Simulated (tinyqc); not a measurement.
Van der Pauw, Hall and four-point-probe measurements on a doped layer: two steps of the calculation.

A uniform p-type layer with sheet resistance Rs = 1/(q ns mu), point contacts, low field (mu B small).

Inputs (values chosen for the exercise): sheet density of the layer ns = 5.8e11 cm^-2; drift mobility mu = 58 cm^2/(V s); Hall factor rH = 0.8; magnetic field B = 2 T; current I = 500 uA; side ratio a/b of a rectangular sample with corner contacts ar = 1.2; thickness of the layer t = 450 nm.

Constants: q = 1.602176634e-19 C. Results are converted to the units shown.

Question 1. Resistances and Hall voltage. Rs = 1/(q ns mu). For a rectangle with contacts at the corners, RA = (8 Rs/pi) sum_(k>=0) ln coth((2k + 1) pi a/(2 b)) with current along a short side b and voltage along the opposite one, RB the same with a and b exchanged; Hall voltage VH = rH B I/(q ns), negative for electrons.

Find: Rs; RA; RB; VH.

Answer 1.

Rs = 1.855e5 ohm/square
RA = 2.180e4 ohm
RB = 6.942e4 ohm
VH = 860.9 mV

RB/RA = 3.18; for a square both equal Rs ln 2/pi = 40900 ohm.

Question 2. Sheet density, mobility and bulk values. Rs = 1/z; Hall sheet density B I/(q |VH|); Hall mobility |VH|/(Rs B I); true values ns = rH times the Hall density, mu = Hall mobility/rH; bulk density ns/t, resistivity Rs t; correction factor F = Rs/[(pi/ln 2)(RA + RB)/2].

converged z = 0.0053897222 mS
VH = 860.89780 mV
RA = 21800.171 ohm
RB = 69423.864 ohm

Give: Rs; Hall sheet density; Hall mobility; ns; mu; bulk density; resistivity; F.

Answer 2.

Rs = 1.855e5 ohm/square
Hall sheet density = 7.250e11 cm^-2
Hall mobility = 46.40 cm^2/(V s)
ns = 5.800e11 cm^-2
mu = 58.00 cm^2/(V s)
bulk density = 1.289e16 cm^-3
resistivity = 8.349 ohm cm
F = 0.8975

Computed by the program tinyqc: `OMP_NUM_THREADS=1 python tinyqc.py 2850180 2850181 out.jsonl`, one thread of a shared Intel Xeon 2.30GHz, about 0.01 s for the whole run.
